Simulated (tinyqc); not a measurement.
AlGaN/GaN HEMT with access regions, lumped model: two steps of the calculation.

A polarisation-induced electron sheet under a Schottky gate, in series with two ungated access regions and contacts. Drift law v = mu E/(1 + mu E/vs) under the gate. Currents in mA/mm, resistances in ohm mm. No self-heating, no channel-length modulation; fits for polarisation, barrier and offset are chosen for the exercise.

Parameters, values chosen for the exercise; values close to those of AlGaN/GaN structures: aluminium share of the barrier x = 0.19; barrier thickness d = 18 nm; relative permittivity of barrier and channel eps_r = 9; channel mobility mu = 1400 cm^2/(V s); saturation velocity vs = 1.5e7 cm/s; gate length Lg = 0.5 um; source access length Ls = 1.5 um; drain access length Ld = 8 um; resistance of each contact Rc = 0.52 ohm mm; share of the drain-access electrons removed by traps ft = 0.2; gate voltage Vg = -0.5 V; critical field Ec = 3.3 MV/cm; depth over which the depleted charge spreads te = 0.3 um; insulator under the field plate tf = 200 nm; relative permittivity of that insulator ei = 7.

Constants: q = 1.602176634e-19 C, eps0 = 8.8541878128e-14 F/cm where lengths are in cm. Results are converted to the units shown.

Question 1. Polarisation charge, threshold and sheet resistance. sigma = (5e13 x + 1.6e13 x^2) cm^-2, phiB = 0.84 + 1.3 x, dEc = 0.7 (1.71 x + x^2) in volts, Cb = eps0 eps_r/d, VT = phiB - dEc - q sigma/Cb, access density n0 = -Cb VT/q. Rsh = 1/(q mu n0); largest access current q n0 vs.

Give: sigma; Cb; VT; n0; Rsh; q n0 vs.

Answer 1.

sigma = 1.008e13 cm^-2
Cb = 0.4427 uF/cm^2
VT = -2.813 V
n0 = 7.772e12 cm^-2
Rsh = 573.6 ohm
q n0 vs = 1868 mA/mm

Question 2. On-resistance and breakdown. Ron = 2 Rc + Ls/(q mu n0) + Ld/(q mu (1 - ft) n0) + Lg/(mu Cb (Vg - VT)). Off state: a depleted stretch that holds the voltage V has the peak field sqrt(k V), k = 2 q n0/(eps0 eps_r te), so one edge holds V1 = Ec^2/k. The sheet under the plate pinches off at Vf = q n0 (1/Cb + tf/(eps0 ei)); beyond it the gate edge is screened. BV = V1 if Vf >= V1, else Vf + V1, and at most Ec Ld. Specific resistance Ron (Ls + Lg + Ld); figure of merit BV^2 over it.

Find: Ron; Vf; V1; BV; specific resistance; figure of merit.

Answer 2.

Ron = 7.9853 ohm mm
Vf = 42.996 V
V1 = 104.53 V
BV = 147.53 V
specific resistance = 0.79853 mohm cm^2
figure of merit = 27.256 MW/cm^2

The plate raises BV by a factor of 1.41.

tinyqc, about 0.02 s, one thread, Intel Xeon 2.30GHz (shared host): `OMP_NUM_THREADS=1 python tinyqc.py 2570148 2570149 out.jsonl`
